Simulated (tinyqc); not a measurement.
Rutherford backscattering from a thin compound film on silicon: kinematics, yields, composition and thickness: one step, computed by the program tinyqc. Command: `OMP_NUM_THREADS=1 python tinyqc.py 3004751 3004752 out.jsonl rbs walk`. One thread of a shared host (Intel(R) Xeon(R) Processor @ 2.30GHz), about 0.01 s of CPU time with the checks.

Singly charged helium ions (Z1 = 2, M1 = 4.0026 u) enter at the tilt angle a1 to the normal and leave at a2 = |180 - theta - tilt| in the same plane. The film is A B_x.

Task: Peak widths (surface approximation). Stopping per atom eps(E) = eps(2 MeV) (E/2 MeV)^(-0.4) (a law chosen for the exercise); Bragg rule eps_film = (eps_A + x eps_B)/(1 + x); areal density N d, with 1/nm^2 = 0.1 x 1e15/cm^2. Width of the signal of element i: [K_i eps(E0)/cos a1 + eps(K_i E0)/cos a2] N d; depth resolution = resolution x d/width of A; energy lost on the way in = eps(E0) N d/cos a1.

Inputs (values chosen for the exercise, modelled on a helium beam on HfO2):
```
quantity                                value           unit
beam energy E0                            2.4            MeV
scattering angle theta                    170        degrees
tilt of the sample                          0        degrees
heavy element: stopping eps_A at 2 MeV    114  1e-15 eV cm^2
light element: stopping eps_B at 2 MeV   36.4  1e-15 eV cm^2
atoms of B per atom of A, x              1.99              -
atomic density of the film                 80         1/nm^3
film thickness d                           83             nm
detector resolution (FWHM)                 18            keV
```

kinematic factors: A 0.9148201, B 0.3624967, Si 0.5657840

Give: areal density N d; film stopping at E0; widths; depth resolution; energy lost on the way in.

Result:

areal density N d = 664 1e15 atoms/cm^2

film stopping at E0 = 57.97 1e-15 eV cm^2

widths (keV): A 75.71, B 72.60

depth resolution = 19.73 nm

energy lost on the way in = 38.49 keV

The signal of A spans 4.2 resolution widths, so its width measures the thickness.
